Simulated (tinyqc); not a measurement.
What moves the results: smearing for a one-band metal on the bcc lattice. A value that a table varies takes the place of the one given here.

Lattice vectors (units of a): a1 = (-1/2, 1/2, 1/2), a2 = (1/2, -1/2, 1/2), a3 = (1/2, 1/2, -1/2). E(k) = -t A_1(k) - t2 A_2(k), A_m the sum of cos(k . R) over the 8 nearest and 6 second lattice vectors. Mesh k = sum (j_i/N) b_i, j_i = 0 .. N-1.

With x = (E_k - mu)/sigma: Fermi-Dirac f = 1/(1 + exp(x)), s = -f ln f - (1 - f) ln(1 - f); Gaussian f = erfc(x)/2, s = exp(-x^2)/(2 sqrt(pi)); Methfessel-Paxton (first order) f = erfc(x)/2 - x exp(-x^2)/(2 sqrt(pi)), s = (1 - 2 x^2) exp(-x^2)/(4 sqrt(pi)); cold (Marzari-Vanderbilt) with y = x + 1/sqrt(2), f = erfc(y)/2 + exp(-y^2)/sqrt(2 pi), s = y exp(-y^2)/sqrt(2 pi). With weights w = points/N^d (d the dimension), mu solves 2 sum w f = ne; E = 2 sum w f E_k, S = 2 sum w s, F = E - sigma S.

With x = (E_k - mu)/sigma: Gaussian f = erfc(x)/2, s = exp(-x^2)/(2 sqrt(pi)); Methfessel-Paxton (first order) f = erfc(x)/2 - x exp(-x^2)/(2 sqrt(pi)), s = (1 - 2 x^2) exp(-x^2)/(4 sqrt(pi)). With weights w = points/N^d (d the dimension), mu solves 2 sum w f = ne; E = 2 sum w f E_k, S = 2 sum w s, F = E - sigma S.

With x = (E_k - mu)/sigma: Fermi-Dirac f = 1/(1 + exp(x)), s = -f ln f - (1 - f) ln(1 - f). With weights w = points/N^d (d the dimension), mu solves 2 sum w f = ne; E = 2 sum w f E_k, S = 2 sum w s, F = E - sigma S.

Inputs chosen for the exercise:

| symbol | value | unit | meaning |
|---|---|---|---|
| t | 0.74 | eV | nearest hopping |
| t2 | 0.09 | eV | second hopping |
| ne | 0.31 |  | electrons per cell |
| N | 6 |  | unshifted mesh |
| sigma | 0.222 | eV | width |

## Error of each scheme against the width

All on the dense mesh N = 40. The reference is F of first-order Methfessel-Paxton smearing with sigma = 0.05 t on the mesh N = 40; it moves by 0.04 meV on the mesh N = 50; in three dimensions such meshes can agree by chance and the reference may be off by about 1 meV, so smaller errors are not resolved.

Errors (meV per cell):

| sigma (eV) | FD F | FD (E+F)/2 | Gauss F | Gauss (E+F)/2 | MP F | cold F |
|---|---|---|---|---|---|---|
| 0.074 | -1.33 | 0.00 | -0.20 | 0.00 | 0.00 | -0.02 |
| 0.111 | -2.99 | 0.01 | -0.46 | 0.00 | 0.00 | -0.03 |
| 0.148 | -5.33 | 0.02 | -0.81 | 0.00 | 0.00 | -0.05 |
| 0.222 | -12.04 | 0.09 | -1.82 | 0.00 | 0.00 | -0.08 |
| 0.296 | -21.55 | 0.33 | -3.23 | 0.01 | 0.01 | -0.16 |
| 0.444 | -49.46 | 1.67 | -7.28 | 0.02 | 0.04 | -0.52 |
| 0.592 | -89.82 | 3.32 | -12.97 | 0.04 | 0.13 | -1.19 |

reference = -1.11778 eV

Doubling sigma from 0.148 to 0.296 eV multiplies the error of F by 4.0 (Fermi-Dirac) and 4.0 (Gaussian); a pure sigma^2 term would give 4. At the smallest width Fermi-Dirac errs 6.5 times as much as Gaussian, against 2 pi^2/3 = 6.6 for the ratio of the sigma^2 terms at equal sigma. At the largest width the sizes of the errors rank Gauss (E+F)/2 0.0, MP F 0.1, cold F 1.2, FD (E+F)/2 3.3, Gauss F 13.0, FD F 89.8 meV; below about 1 meV this order, and the ratios at the smallest width, carry the noise of the mesh.

## Mesh against width

Gaussian smearing, (E + F)/2. The reference is F of first-order Methfessel-Paxton smearing with sigma = 0.05 t on the mesh N = 40; it moves by 0.04 meV on the mesh N = 50; in three dimensions such meshes can agree by chance and the reference may be off by about 1 meV, so smaller errors are not resolved.

Errors (meV per cell):

| N | sigma = 0.05 t | sigma = 0.15 t | sigma = 0.4 t |
|---|---|---|---|
| 4 | 39.05 | 35.88 | 27.98 |
| 6 | 34.35 | 32.11 | 26.51 |
| 8 | 6.66 | 6.91 | 5.90 |
| 12 | 0.58 | 0.03 | -1.03 |
| 16 | 0.61 | 0.68 | 0.46 |
| 24 | -0.02 | -0.09 | -0.07 |

reference = -1.11778 eV

First N from which the value stays within 2 meV of its last entry (which need not be the best one): 12 for sigma = 0.05 t, 12 for sigma = 0.15 t, 12 for sigma = 0.4 t. At the last mesh the errors are -0.02, -0.09 and -0.07 meV. By this 2 meV bar the wider smearing does not converge sooner. The smallest error belongs to 0.05 t on 1, 0.15 t on 1, 0.4 t on 4 of the 6 meshes.

## What moves the results of Fermi-Dirac smearing

All sums formed anew. Each row changes one parameter from the base and keeps the others.

Results:

| case | mu (eV) | E (eV) | S | F (eV) |
|---|---|---|---|---|
| base | -2.2298 | -1.0786 | 0.1705 | -1.1164 |
| N = 12 | -2.1109 | -1.1071 | 0.1048 | -1.1303 |
| sigma = 0.444 eV | -2.2544 | -1.0503 | 0.2533 | -1.1627 |
| ne = 0.41 | -1.7338 | -1.2899 | 0.1217 | -1.3170 |
| t2 = 0.164 eV | -2.3009 | -1.1387 | 0.1651 | -1.1754 |
| t = 0.814 eV | -2.4484 | -1.1804 | 0.1656 | -1.2172 |

The largest shifts from the base row, up to three for each result and ties (the steps differ in size, so this ranks the rows, not the parameters). mu (eV): ne +0.4961, t -0.2186, N +0.1189. E (eV): ne -0.2114, t -0.1018, t2 -0.0601. S: sigma +0.0828, N -0.0656, ne -0.0487. F (eV): ne -0.2005, t -0.1007, t2 -0.0590.

tinyqc: `OMP_NUM_THREADS=1 python tinyqc.py 1651579 1651580 out.jsonl`; about 0.2 s, one thread, shared Intel(R) Xeon(R) Processor @ 2.30GHz.
